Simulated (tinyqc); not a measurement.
What moves the results: deformation potentials from a strained empirical pseudopotential. A value that a table varies takes the place of the one given here.

Diamond lattice, no spin-orbit coupling. Atomic form factor V(q) = a1 (q^2 - a2)/(a3 exp(a4 q^2) - 1) in rydberg with q in 1/bohr, for the unstrained cell. Under a strain e the reciprocal vectors and k go over into (1 + e)^(-1) G, the atoms sit at +/- tau with tau = (1 + e) a (1,1,1)/8 - zeta a (eyz, ezx, exy)/4, and H(G,G') = c |k + G|^2 delta + (V(q)/det(1 + e)) cos(q.tau), q = G - G', with the term q = 0 left out; c = hbar^2/2m0. The basis is fixed before straining: all G with |k + G|^2 up to 16 (2 pi/a)^2. k is given in units of 2 pi/a of the unstrained cell.

Constants: hbar^2/2m0 = 3.80998211 eV angstrom^2; Ry = 13.60569312 eV; a0 (Bohr radius) = 0.5291772105 angstrom.

Values chosen for the exercise (a germanium-sized cell with gaps well above those of Ge; not measured data):

| symbol | value | unit | meaning |
|---|---|---|---|
| a | 5.65 | angstrom | lattice constant |
| A | (0.403, 2.429, 2.073, 0.459) |  | a1 (Ry bohr^2), a2 (1/bohr^2), a3, a4 (bohr^2) |
| h | 0.005 |  | size of the test strain |
| kD | 0.82 | 2 pi/a | position of the Delta minimum |
| a1 | 0.403 |  |  |
| a2 | 2.429 |  |  |
| a3 | 2.073 |  |  |
| a4 | 0.459 |  |  |

## The internal displacement

Xu of L (level 5, the lowest empty one) and d from exy = eyz = ezx = h for several zeta: Xu = [E(L [111]) - E(L [1-1-1])]/((8/3) h), d = (single valence level - pair)/(3 sqrt(3) h). zeta = 0 strains the bonds with the lattice; zeta = 1 keeps all four bond lengths equal to first order.

Results:

| zeta | Xu (L) (eV) | d (eV) |
|---|---|---|
| 0.00 | 8.98 | 1.69 |
| 0.25 | 10.14 | -0.69 |
| 0.50 | 11.33 | -3.06 |
| 0.60 | 11.80 | -4.01 |
| 0.75 | 12.52 | -5.44 |
| 1.00 | 13.73 | -7.82 |

From zeta = 0 to 1, d goes from 1.69 to -7.82 eV and Xu (L) from 8.98 to 13.73 eV, both nearly linearly: the displacement is an optical-phonon mode, and d = d(0) - zeta d0/4 gives its deformation potential d0 = 38 eV. Leaving the relaxation out (zeta = 0 for 0.5) moves d by +4.76 eV, which reverses its sign, and Xu (L) by -2.35 eV. Tetragonal strain has no such freedom.

## Size of the test strain

e = diag(-h/2, -h/2, h). Xu = [E(Delta z) - E(Delta x)]/(1.5 h) at fixed kD, b = [E(Z) - E(X, Y)]/(4.5 h); one-sided from +h alone, central from +h and -h.

Results (eV):

| h | Xu one-sided | Xu central | b one-sided | b central |
|---|---|---|---|---|
| 0.0010 | 7.780 | 7.783 | -2.984 | -2.981 |
| 0.0025 | 7.775 | 7.783 | -2.989 | -2.981 |
| 0.0050 | 7.768 | 7.783 | -2.998 | -2.981 |
| 0.0100 | 7.753 | 7.784 | -3.015 | -2.981 |
| 0.0200 | 7.725 | 7.787 | -3.048 | -2.982 |
| 0.0300 | 7.699 | 7.792 | -3.082 | -2.982 |

From h = 0.001 to 0.03 the one-sided Xu drifts by -0.081 eV and the central one by +0.009 eV; for b the drifts are -0.098 and -0.001 eV. The central difference cancels the term of second order in the strain, so its error goes as h^2. At h = 0.02 the linear law errs by 0.7 % for the valley splitting and 2.3 % for the valence splitting.

## What each parameter of the potential does

Gaps from the valence top to level 5 at Gamma and level 5 at (kD,0,0) and L, and their deformation potentials [E(+h) - E(-h)]/(3 ln((1 + h)/(1 - h))) for e = +/- h 1, h = 0.002. The row for the lattice constant keeps V(q) without the volume factor, so it is not a strain. Each row changes one parameter from the base and keeps the others.

Results:

| case | Gamma (eV) | Delta (eV) | L (eV) | potential Gamma (eV) | potential Delta (eV) | potential L (eV) |
|---|---|---|---|---|---|---|
| base | 1.576 | 1.226 | 1.114 | -8.85 | 0.90 | -2.86 |
| a = 5.594 angstrom | 1.769 | 0.986 | 1.057 | -8.66 | 1.20 | -2.67 |
| a1 = 0.399 | 1.554 | 1.157 | 1.067 | -8.77 | 0.93 | -2.82 |
| a2 = 2.405 | 1.713 | 1.164 | 1.132 | -8.80 | 0.97 | -2.82 |
| a3 = 2.052 | 1.596 | 1.324 | 1.175 | -8.95 | 0.88 | -2.89 |
| a4 = 0.454 | 1.637 | 1.302 | 1.176 | -9.00 | 0.82 | -2.95 |

The largest shifts from the base row, up to three for each result and ties (the steps differ in size, so this ranks the rows, not the parameters). Gamma (eV): a +0.193, a2 +0.137, a4 +0.061. Delta (eV): a -0.241, a3 +0.097, a4 +0.075. L (eV): a4 +0.062, a3 +0.061, a -0.057. potential Gamma (eV): a +0.19, a4 -0.15, a3 -0.10. potential Delta (eV): a +0.30, a4 -0.09, a2 +0.06. potential L (eV): a +0.19, a4 -0.10, a2 +0.04, a1 +0.04, a3 -0.04.

Run: tinyqc, `OMP_NUM_THREADS=1 python tinyqc.py 1850143 1850144 out.jsonl`; Intel(R) Xeon(R) Processor @ 2.30GHz, one thread, shared host; about 0.2 s of CPU time with all checks.
